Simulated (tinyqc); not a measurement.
Inside a calculation. Method: Hubbard ring of 4 sites. One step of it, computed by the program tinyqc.

Question. The many-body Hamiltonian. Basis: all placements (u, d, 2, 0 on each site), up operators ordered before down ones; hops carry the sign of the same-spin electrons passed.

one-body matrix (hopping and site energies) (eV):
```
           1          2          3          4
1   0.690000  -1.960000   0.000000  -1.960000
2  -1.960000  -0.550000  -1.960000   0.000000
3   0.000000  -1.960000  -0.380000  -1.960000
4  -1.960000   0.000000  -1.960000   0.360000
```

U = 6.800000 eV

electrons, up and down: 1  1

Give: H.

Answer.

H (eV):
```
         2000     ud00     u0d0     u00d     du00     0200     0ud0     0u0d
2000   8.1800  -1.9600   0.0000  -1.9600  -1.9600   0.0000   0.0000   0.0000
ud00  -1.9600   0.1400  -1.9600   0.0000   0.0000  -1.9600   0.0000   0.0000
u0d0   0.0000  -1.9600   0.3100  -1.9600   0.0000   0.0000  -1.9600   0.0000
u00d  -1.9600   0.0000  -1.9600   1.0500   0.0000   0.0000   0.0000  -1.9600
du00  -1.9600   0.0000   0.0000   0.0000   0.1400  -1.9600   0.0000  -1.9600
0200   0.0000  -1.9600   0.0000   0.0000  -1.9600   5.7000  -1.9600   0.0000
0ud0   0.0000   0.0000  -1.9600   0.0000   0.0000  -1.9600  -0.9300  -1.9600
0u0d   0.0000   0.0000   0.0000  -1.9600  -1.9600   0.0000  -1.9600  -0.1900
d0u0   0.0000   0.0000   0.0000   0.0000  -1.9600   0.0000   0.0000   0.0000
0du0   0.0000   0.0000   0.0000   0.0000   0.0000  -1.9600   0.0000   0.0000
0020   0.0000   0.0000   0.0000   0.0000   0.0000   0.0000  -1.9600   0.0000
00ud   0.0000   0.0000   0.0000   0.0000   0.0000   0.0000   0.0000  -1.9600
d00u  -1.9600   0.0000   0.0000   0.0000   0.0000   0.0000   0.0000   0.0000
0d0u   0.0000  -1.9600   0.0000   0.0000   0.0000   0.0000   0.0000   0.0000
00du   0.0000   0.0000  -1.9600   0.0000   0.0000   0.0000   0.0000   0.0000
0002   0.0000   0.0000   0.0000  -1.9600   0.0000   0.0000   0.0000   0.0000

         d0u0     0du0     0020     00ud     d00u     0d0u     00du     0002
2000   0.0000   0.0000   0.0000   0.0000  -1.9600   0.0000   0.0000   0.0000
ud00   0.0000   0.0000   0.0000   0.0000   0.0000  -1.9600   0.0000   0.0000
u0d0   0.0000   0.0000   0.0000   0.0000   0.0000   0.0000  -1.9600   0.0000
u00d   0.0000   0.0000   0.0000   0.0000   0.0000   0.0000   0.0000  -1.9600
du00  -1.9600   0.0000   0.0000   0.0000   0.0000   0.0000   0.0000   0.0000
0200   0.0000  -1.9600   0.0000   0.0000   0.0000   0.0000   0.0000   0.0000
0ud0   0.0000   0.0000  -1.9600   0.0000   0.0000   0.0000   0.0000   0.0000
0u0d   0.0000   0.0000   0.0000  -1.9600   0.0000   0.0000   0.0000   0.0000
d0u0   0.3100  -1.9600   0.0000  -1.9600  -1.9600   0.0000   0.0000   0.0000
0du0  -1.9600  -0.9300  -1.9600   0.0000   0.0000  -1.9600   0.0000   0.0000
0020   0.0000  -1.9600   6.0400  -1.9600   0.0000   0.0000  -1.9600   0.0000
00ud  -1.9600   0.0000  -1.9600  -0.0200   0.0000   0.0000   0.0000  -1.9600
d00u  -1.9600   0.0000   0.0000   0.0000   1.0500  -1.9600   0.0000  -1.9600
0d0u   0.0000  -1.9600   0.0000   0.0000  -1.9600  -0.1900  -1.9600   0.0000
00du   0.0000   0.0000  -1.9600   0.0000   0.0000  -1.9600  -0.0200  -1.9600
0002   0.0000   0.0000   0.0000  -1.9600  -1.9600   0.0000  -1.9600   7.5200
```
